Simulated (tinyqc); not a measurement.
Self-heating of a transistor with one or more fingers, with temperature-dependent conductivity: one step, computed by the program tinyqc.

N long parallel fingers lie on the top face of a slab whose bottom is held at T_0; the top is otherwise insulated, and heat flows in two dimensions. P in W/mm is 1000 P in W/m.

Problem. Extra rise from ballistic phonons. Near a source smaller than the free path, Fourier's law overstates the flow. Rough estimate: a strip that emits phonons into a half space adds a resistance times area of 4 Lambda/(3 kappa_0), from the ballistic flux C v Delta T/4 with kappa_0 = C v Lambda/3, so Delta T_b = 4 Lambda P/(3 kappa_0 w); Knudsen number Lambda/w.

Inputs (values chosen for the exercise, modelled on gallium nitride):
```
quantity                                      value        unit
conductivity at the base temperature kappa_0    186     W/(m K)
power per gate width P                          6.2        W/mm
width of the heat source w                      1.7  micrometre
phonon free path Lambda                          83          nm
```

Power: power rises with temperature.

largest theta = 134.5819 K

Give: Knudsen number; ballistic rise Delta T_b; Delta T_b / largest theta.

Solution.

Knudsen number = 0.048824

ballistic rise Delta T_b = 2.1699 K

Delta T_b / largest theta = 0.016124

By this estimate the ballistic term is at most a fifth of the Fourier rise.
